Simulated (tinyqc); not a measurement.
Worked calculation: admittance spectroscopy and thermally stimulated current of one trap level in a depletion layer. Computed by tinyqc, a small Python program that keeps every step. Command: `OMP_NUM_THREADS=1 python tinyqc.py 3113130 3113131 out.jsonl admit walk`. One thread of a shared host (Intel(R) Xeon(R) Processor @ 2.30GHz), about 0.01 s of CPU time with the checks. Intermediate numbers are printed to about 6 digits and carried at full precision; extremes and crossings named in words are read from the listed rows.

A Schottky junction on n-type material holds one donor-like electron trap; shallow donors are fully ionised and abrupt depletion edges are assumed.

Inputs (values chosen for the exercise, modelled on n-type 4H-SiC):
```
quantity                         value    unit
dielectric constant eps           9.89       -
density-of-states mass m         0.799     m_0
shallow doping N               3.8e+16  1/cm^3
trap density N_t               8.7e+14  1/cm^3
trap depth E_t below the band    0.346      eV
capture cross section sigma    2.1e-17    cm^2
band bending V_b                   1.9       V
test frequency f                  5000      Hz
heating rate beta                  0.1     K/s
```

Constants: k_B = 1.380649e-23 J/K; m_0 = 9.1093837015e-31 kg; h = 6.62607015e-34 J s; k_B = 8.617333262e-05 eV/K; eps_0 = 8.8541878128e-12 F/m; e = 1.602176634e-19 C.

## Temperature of the peak

N_c = 2 (2 pi m k_B T/h^2)^(3/2), v_th = sqrt(3 k_B T/m), emission rate e_n = sigma v_th N_c exp(-E_t/(k_B T)). Where the level crosses the Fermi level capture equals emission, so the trap follows the signal with the rate 2 e_n; G/omega peaks at omega = 2 e_n (the correction for large N_t/N is left out). Solve 2 e_n(T_p) = 2 pi f.

peak temperature T_p = 314.889 K

N_c at T_p = 1.92729e+19 1/cm^3

e_n at T_p = 15708.0 1/s

E_c - E_F = k_B T_p ln(N_c/N) = 0.169021 eV

## The capacitance step

With E_c - E_F = k_B T_p ln(N_c/N): lambda = sqrt(2 eps eps_0 (E_t - (E_c - E_F))/(e^2 N)); traps are empty and charged for x < x_t = w - lambda, and V_b = e (N w^2 + N_t x_t^2)/(2 eps eps_0). High frequency: C_hf = eps eps_0/w. Low frequency: C_lf = eps eps_0 (N + N_t)/(N w + N_t x_t).

lambda = 71.3513 nm

depletion width w = 232.510 nm

crossing point x_t = 161.159 nm

C_hf = 37.6620 nF/cm^2

C_lf = 37.9224 nF/cm^2

step (C_lf - C_hf)/C_hf = 0.00691605

small-N_t estimate (N_t/N)(lambda/w) = 0.00702580

Reading N_t/N straight from the step would give 0.00692 against the true 0.0229: the factor lambda/w must be known.

## Scan in temperature at fixed frequency

With x = omega/(2 e_n): C = C_hf + (C_lf - C_hf)/(1 + x^2), G/omega = (C_lf - C_hf) x/(1 + x^2); C_hf and C_lf are held at their values at T_p.

Admittance:
```
T (K)  omega/(2 e_n)  C (nF/cm^2)  G/omega (nF/cm^2)
277.1        7.34912      37.6667           0.034798
289.7        3.58024      37.6808           0.067488
299.1        2.17274      37.7075           0.098926
308.6        1.35013      37.7542           0.124580
314.9        0.99948      37.7923           0.130236
321.2        0.74809      37.8290           0.124937
330.6        0.49493      37.8712           0.103550
343.2        0.29404      37.9017           0.070494
359.0        0.16058      37.9159           0.040776
```

The peak of G/omega is half the step, 0.130 nF/cm^2. Its full width is near 2 ln(2 + sqrt3) k_B T_p^2/(E_t + 2 k_B T_p) = 56.2 K.

## Arrhenius plot

T_p for 0.1, 0.3, 1, 3 and 10 f; least-squares lines of ln(e_n/T^2) and of ln(e_n) against 1/(k_B T), e_n = pi f; sigma = exp(intercept)/(v_th N_c/T^2).

Peaks:
```
f (Hz)  T_p (K)  1/(k_B T) (1/eV)  ln(e_n/T^2)  ln(e_n)
500     272.014           42.6615     -3.85237   7.3593
1500    291.011           39.8766     -2.88877   8.4580
5000    314.889           36.8527     -1.84252   9.6619
15000   340.084           34.1225     -0.89785  10.7605
50000   372.339           31.1666      0.12490  11.9645
```

depth from e_n/T^2 = 0.346 eV

cross section from the intercept = 2.10e-17 cm^2

depth without the T^2 = 0.400536 eV

Leaving out T^2 adds 55 meV, near 2 k_B T_p = 54 meV.

## Thermally stimulated current

Thermally stimulated current without retrapping: filled share n(T) = exp(-(1/beta) int e_n dT), current proportional to e_n n; the peak obeys beta (E_t/(k_B T^2) + 2/T) = e_n(T). The integral starts at 0.5 T_m and uses 4000 trapezoid steps to 1.2 T_m. Chen's first-order estimate from the full width W = T_2 - T_1 between the half-height points: E = 2.52 k_B T_m^2/W - 2 k_B T_m.

peak temperature T_m = 159.766 K

lower half-height T_1 = 151.784 K

upper half-height T_2 = 165.531 K

filled share at T_m = 0.392384

E_t/(k_B T_m) = 25.1315

symmetry factor (T_2 - T_m)/(T_2 - T_1) = 0.419392

depth by Chen's formula = 0.375672 eV

The slow ramp empties the trap at 160 K, far below the admittance peak at 315 K, since the rate asked for is 0.017 per second instead of 16000. Chen's formula, made for a constant prefactor, gives 30 meV more than E_t.

Checks made by the program: C_lf against dQ/dV by differences (relative difference below 1e-10); depth recovered (relative difference below 1e-10); peak of the integrated curve (relative difference 3e-05).
